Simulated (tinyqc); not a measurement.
Inside a calculation. Model: Debye-Callaway model of lattice thermal conductivity. Computed by tinyqc, a small Python program that keeps every step. Command: `OMP_NUM_THREADS=1 python tinyqc.py 3027995 3027996 out.jsonl callaway walk`. One thread of a shared host (Intel(R) Xeon(R) Processor @ 2.30GHz), about 0.01 s of CPU time with the checks. Intermediate numbers are printed to about 7 digits and carried at full precision; extremes and crossings named in words are read from the listed rows.

Three acoustic branches with one velocity v, cut at omega_D = k_B Theta/hbar; x = hbar omega/(k_B T). v and Theta are separate inputs: Theta cuts off the heat-carrying modes, so C need not reach 3 k_B/V. gamma is an effective value that sets the umklapp rate. Heat flows along the film.

Inputs (values chosen for the exercise, modelled on gallium nitride):
```
quantity                                value        unit
sound velocity v                         5280         m/s
Debye temperature Theta                   626           K
volume per atom V                        11.4  angstrom^3
mean atomic mass M                       41.9           u
effective Grueneisen parameter gamma     1.82           -
umklapp exponent divisor b                  3           -
mass variance Gamma                   0.00026           -
film thickness t                         0.53  micrometre
specularity p                             0.2           -
temperature T                             300           K
probe frequency omega/omega_D            0.72           -
```

Sample: film. Point defects: isotopes. Normal processes: left out.

Constants: k_B = 1.380649e-23 J/K; hbar = 1.054571817e-34 J s; u = 1.6605390666e-27 kg.

## Mass-fluctuation parameter

Gamma is given directly by the isotope mixture. A = V Gamma/(4 pi v^3).

Gamma = 2.60e-04

Rayleigh coefficient A = 1.602384e-45 s^3

## Scattering rates at one frequency

Rates: point defects A omega^4; umklapp B omega^2 T exp(-Theta/(b T)) with B = hbar gamma^2/(M v^2 Theta). Film: the bulk time tau of each mode, from the resistive rates above, is multiplied by the Fuchs-Sondheimer factor F = (3/2) int_0^1 (1 - u^2) [1 - (1 - p) (u/d) (1 - E)/(1 - p E)] du, with E = exp(-d/u), d = t/(v tau), by 48 Gauss-Legendre points in z with u = z^4; the boundary rate is defined as 1/(F tau) - 1/tau. The resistive time is tau_R = 1/(boundary + point-defect + umklapp rates), and the free path is v tau_R.

omega = 5.900842e+13 rad/s

Rates:
```
process          rate (1/s)  rate x tau_R
boundaries     3.042380e+09    0.01765079
point defects  1.942774e+10     0.1127128
umklapp        1.498949e+11     0.8696364
```

tau_R = 5.801641e-12 s

free path = 30.63266 nm

The strongest resistive process at this frequency: umklapp, 87 % of the resistive rate.

## The integrand on a coarse grid

x runs in ten equal steps to min(Theta/T, 12); g = x^4 e^x/(e^x - 1)^2; tau_C is the inverse of all rates summed; the last column is c tau_C g with c = (k_B/(2 pi^2 v)) (k_B T/hbar)^3.

Integrand:
```
x                g     tau_C (s)  c tau_C g (W/(m K))
0.208667  0.043384  1.615094e-10              56.2385
0.417333  0.171661  6.587982e-11              90.7672
0.626000  0.379326  3.340747e-11             101.7093
0.834667  0.657594  1.949362e-11             102.8856
1.043333  0.994951  1.251327e-11              99.9257
1.252000  1.377850  8.581312e-12              94.8987
1.460667  1.791491  6.169550e-12              88.7101
1.669333  2.220632  4.593535e-12              81.8707
1.878000  2.650351  3.512932e-12              74.7271
2.086667  3.066730  2.743822e-12              67.5362
```

Among these rows the integrand is largest at x = 0.83.

## Thermal conductivity

kappa_1 = c int tau_C g dx, g = x^4 e^x/(e^x - 1)^2, c = (k_B/(2 pi^2 v)) (k_B T/hbar)^3, over 0 < x < min(Theta/T, 40), by 96 Gauss-Legendre points in s with x = x_max s^2; tau_C = tau_R, the inverse of the summed rates, and kappa = kappa_1. Heat capacity C = 3 c int g dx / v^2; grey free path 3 kappa/(C v); the median free path v tau_C halves kappa_1 when the quadrature points are ordered by free path (each counted at half its weight, interpolated in the logarithm); likewise at 10 % and 90 %.

kappa_1 = 172.8776 W/(m K)

kappa = 172.8776 W/(m K)

heat capacity C = 2124258 J/(m^3 K)

grey free path = 46.24009 nm

median free path = 63.47120 nm

free path at 10 % of kappa_1 = 19.30592 nm

free path at 90 % of kappa_1 = 415.3688 nm

The median free path is 1.4 times the grey one. The middle 80 % of kappa_1 spans a factor 22 in free path.

## Leaving out one process at a time

The formulas are those given above.

Conductivity at T:
```
case                   kappa (W/(m K))  ratio to all
all processes                 172.8776             1
without point defects         186.9734      1.081537
without boundaries            210.2677      1.216281
```

Removing boundaries raises kappa most, by a factor 1.22; removing point defects gives only 1.08. Without boundaries the long waves are held back only by the omega^2 umklapp rate.

## Conductivity against temperature

The formulas are those given above.

Kappa (W/(m K)):
```
T (K)  all processes  without point defects
38          162.0351               292.6978
63          334.1120               550.6669
110         408.1907               565.3337
190         285.3777               333.0834
310         166.3255               179.2304
500         93.98562               97.65163
810         53.47705               54.58704
```

kappa peaks among these rows at 110 K (T/Theta = 0.176) with 408 W/(m K). The exponent d ln kappa/d ln T is 1.43 at the cold end and -1.17 at the hot end, near the 1/T law of umklapp scattering, which rules there. Point defects cost most at 38 K, a factor 1.81.

Checks made by the program: heat capacity against the Debye function (relative difference below 1e-10).
